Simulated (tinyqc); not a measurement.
What moves the efficiency: defect, radiative and Auger recombination at equal electron and hole densities (ABC model).

J/(e d) = Ae n + B n^2 + C n^3 with Ae = A + 4 S/w (four side walls, carriers spread evenly), e = 1.602176634e-19 C, lengths in cm; internal efficiency IQE = B n^2/(Ae n + B n^2 + C n^3); all injected carriers recombine in the layer.

Parameters, chosen for this exercise (orders of magnitude like those quoted for InP; the results hold for these values, not for the real material):

| symbol | value | unit | meaning |
|---|---|---|---|
| A | 29000000 | 1/s | defect rate |
| B | 1.9e-10 | cm^3/s | radiative coefficient |
| C | 5.1e-31 | cm^6/s | Auger coefficient |
| S | 24 | cm/s | recombination velocity of the side walls |
| w | 140 | micrometre | side of the square mesa |
| d | 140 | nm | active thickness |
| J | 1100 | A/cm^2 | current density |

IQE_max = Q/(Q + 2) with Q = B/sqrt(Ae C), reached at n = sqrt(Ae/C).

Results for these values:

| case | n (1/cm^3) | IQE | IQE_max | J at the peak (A/cm^2) |
|---|---|---|---|---|
| base | 1.529e+18 | 0.9058 | 0.9611 | 2.52e+04 |

What happens to each result for C = 1.02e-30 cm^6/s, all else kept?

Answer: n falls from 1.529e+18 to 1.526e+18; IQE falls from 0.9058 to 0.9023; IQE_max falls from 0.9611 to 0.9458; J at the peak falls from 2.52e+04 to 1.28e+04.

The same for each parameter in turn:

| case | n (1/cm^3) | IQE | IQE_max | J at the peak (A/cm^2) |
|---|---|---|---|---|
| base | 1.529e+18 | 0.9058 | 0.9611 | 2.52e+04 |
| A = 58000000 1/s | 1.459e+18 | 0.8242 | 0.9458 | 5.12e+04 |
| B = 2.85e-10 cm^3/s | 1.260e+18 | 0.9234 | 0.9737 | 3.73e+04 |
| C = 1.02e-30 cm^6/s | 1.526e+18 | 0.9023 | 0.9458 | 1.28e+04 |
| d = 280 nm | 1.061e+18 | 0.8720 | 0.9611 | 5.04e+04 |
| J = 3300 A/cm^2 | 2.698e+18 | 0.9400 | 0.9611 | 2.52e+04 |
| w = 70 micrometre | 1.529e+18 | 0.9058 | 0.9611 | 2.52e+04 |

(tinyqc, `OMP_NUM_THREADS=1 python tinyqc.py 1651814 1651815 out.jsonl`, Intel(R) Xeon(R) Processor @ 2.30GHz, 1 thread, shared host, about 0.01 s.)
